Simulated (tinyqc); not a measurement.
Magnetisation curve: two coupled magnetic layers: synthetic antiferromagnet, spin flop, exchange bias and magnetoresistance. Computed by tinyqc, a small Python program. Command: `OMP_NUM_THREADS=1 python tinyqc.py 3003280 3003281 out.jsonl saf walk`. One thread of a shared host (Intel(R) Xeon(R) Processor @ 2.30GHz), about 0.2 s of CPU time with the checks.

Moments lie in the plane at the angles p1, p2 from the field. Energy per area: E = J1 cos(p1 - p2) + J2 cos^2(p1 - p2) - B M_s (t1 cos p1 + t2 cos p2) + K (t1 cos^2 p1 + t2 cos^2 p2).

Inputs (values chosen for the exercise, for a model stack):
```
quantity,value,unit
saturation magnetisation M_s,1320,kA/m
thickness t1,3,nm
thickness t2,3,nm
antiferromagnetic coupling J1,0.38,mJ/m^2
biquadratic coupling J2,0.06,mJ/m^2
in-plane anisotropy K,0.73,kJ/m^3
field over the saturation field,0.78,-
```

Field direction: along the hard axis.

Method. The parallel state is stable while the Hessian at p1 = p2 = 0 is positive: with c = J1 + 2 J2 and u = B M_s - 2K, (u t1 - c)(u t2 - c) > c^2, so B_sat M_s = c (1/t1 + 1/t2) + 2K. B_K = 2K/M_s. The lowest minimum of E over both angles (from five starts; of two mirror images the one with p1 >= 0, and for equal layers |p1| <= |p2|).

saturation field B_sat = 253.631 mT

Equilibrium states:
```
B/B_sat,B (mT),p1 (degrees),p2 (degrees),m/m_sat
0.02,5.07,87.808,-87.808,0.0383
0.06,15.22,83.478,-83.478,0.1136
0.12,30.44,77.286,-77.286,0.2201
0.20,50.73,69.796,-69.796,0.3454
0.30,76.09,61.580,-61.580,0.4759
0.45,114.13,50.843,-50.843,0.6314
0.60,152.18,40.965,-40.965,0.7551
0.80,202.91,27.246,-27.246,0.8891
0.95,240.95,13.109,-13.109,0.9739
1.10,278.99,0.000,0.000,1.0000
```

From the first row the moments are canted and close at B_sat. The largest gap between m/m_sat and B/B_sat in the canted rows is 0.181: J2 bends the curve.

Extremes, crossings and ranges named in words are read from the listed rows.
